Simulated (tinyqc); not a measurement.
# p-n diode, drift-diffusion by the Gummel loop with Scharfetter-Gummel fluxes: two studies

Abrupt junction at x = 0, p side from -Lp, n side to Ln, ohmic contacts. psi is counted from the intrinsic level; n = ni exp((psi - phin)/Vt), p = ni exp((phip - psi)/Vt). Contacts: p side psi = V - Vt ln(Na/ni), p = Na, n = ni^2/Na; n side psi = Vt ln(Nd/ni), n = Nd, p = ni^2/Nd. Constant mobilities, D = mu Vt, Boltzmann statistics, SRH recombination through a mid-gap level, U = (n p - ni^2)/(tp (n + ni) + tn (p + ni)). Current is positive from the p contact to the n contact.

Parameters, values chosen for the exercise; band and dielectric values close to those of germanium:
```
symbol    value        unit                                 meaning
T           300           K                             temperature
Eg        0.648          eV                                band gap
eps_r      16.3                               relative permittivity
Nc      1.05e19       cm^-3  conduction-band density of states at T
Nv       5.9e18       cm^-3     valence-band density of states at T
Na       1.2e17       cm^-3          acceptor density of the p side
Nd       4.4e17       cm^-3             donor density of the n side
mun        1300  cm^2/(V s)                       electron mobility
mup         990  cm^2/(V s)                           hole mobility
tn         1e-8           s               SRH lifetime of electrons
tp         1e-6           s                   SRH lifetime of holes
Lp          2.2          um                    length of the p side
Ln          0.5          um                    length of the n side
G             0  cm^-3 s^-1                 uniform generation rate
```

Constants: q = 1.602176634e-19 C, kB = 1.380649e-23 J/K, Vt = kB T/q, eps0 = 8.8541878128e-14 F/cm where lengths are in cm. Results are converted to the units shown.

Each table varies one quantity; the others keep the values above.

## Current against voltage in the dark

ni = sqrt(Nc Nv) exp(-Eg/(2 Vt)), Eg in volts. Poisson and both continuity equations are solved self-consistently with Scharfetter-Gummel fluxes on a graded mesh of 500 nodes. J_scr is q times the integral of U between -xp and xn. Ideal diffusion current J_id = q ni^2 [Dn coth(wp/Le)/(Le Na) + Dp coth(wn/Lh)/(Lh Nd)] (exp(V/Vt) - 1), Le = sqrt(Dn tn), Lh = sqrt(Dp tp), wp = Lp - xp, wn = Ln - xn, with xp and xn from the depletion approximation (W = sqrt(2 eps0 eps_r (Vbi - V)(1/Na + 1/Nd)/q), xp = W Nd/(Na + Nd), xn = W Na/(Na + Nd), Vbi = Vt ln(Na Nd/ni^2)). Ideality factor = 0.004 V/(Vt ln[J(V + 0.004 V)/J(V)]). Here G = 0.

In this table G = 0 cm^-3 s^-1.

Current against voltage in the dark:
columns A: V (V); B: J (A/cm^2); C: ideality factor; D: J_scr/J (%); E: J_id (A/cm^2); F: share recombining at the contacts (%); G: larger minority/doping at -xp and xn
```
A          B      C       D       E     F        G
0.12  0.0344  0.995    1.05  0.0341  95.6  8.88e-6
0.15   0.110   1.00   0.728   0.110  95.9  2.81e-5
0.18   0.350   1.00   0.486   0.350  96.2  8.89e-5
0.21    1.11   1.00   0.314    1.12  96.3  2.81e-4
0.23    2.41   1.00   0.227    2.42  96.5  6.03e-4
0.26    7.65   1.01   0.130    7.70  96.7  0.00189
0.29    24.2   1.01  0.0655    24.5  97.2  0.00585
0.32    75.6   1.03  0.0285    78.1  98.0   0.0177
0.35     232   1.06  0.0114     249  98.9   0.0510
```

Read the table: what changes, and by how much?

J rises from 0.0344 to 232 A/cm^2; the ideality factor rises from 0.995 to 1.06. Recombination in the depleted layer stays under half of the current. Where the factor is lowest (V = 0.12 V), J is 0.77 % above the ideal diffusion current.

## Effect of the SRH lifetime of electrons at fixed bias

Same model as above.

In this table V = 0.21 V.

Effect of the SRH lifetime of electrons at fixed bias:
columns A: tn (s); B: J (A/cm^2); C: ideality factor; D: J_scr/J (%); E: J_id (A/cm^2); F: share recombining at the contacts (%); G: larger minority/doping at -xp and xn
```
A         B     C        D     E     F        G
1e-11  1.66  1.12    0.861  7.17  48.9  2.79e-4
1e-10  1.57  1.09    0.867  2.63  54.8  2.79e-4
1e-9   1.27  1.02    0.747  1.33  78.5  2.80e-4
1e-8   1.11  1.00    0.314  1.12  96.3  2.81e-4
1e-7   1.09  1.00   0.0858  1.09  99.6  2.81e-4
1e-6   1.09  1.00   0.0223  1.09  99.9  2.81e-4
1e-5   1.09  1.00  0.00598  1.09   100  2.81e-4
```

What does the table show?

As tn rises from 1e-11 to 1e-5, J falls from 1.66 to 1.09 A/cm^2, the share of the depleted layer goes from 0.861 through a maximum of 0.867 (at tn = 1e-10 among the rows listed) to 0.00598 % and the share lost at the contacts rises from 48.9 to 100 %. The exponent d ln J/d ln tn is -0.03 between the first two rows and 0.00 between the last two. J less J_scr is 0.33 % below J_id in the last row.

tinyqc, about 0.1 s, one thread, Intel Xeon 2.30GHz (shared host): `OMP_NUM_THREADS=1 python tinyqc.py 2240045 2240046 out.jsonl`
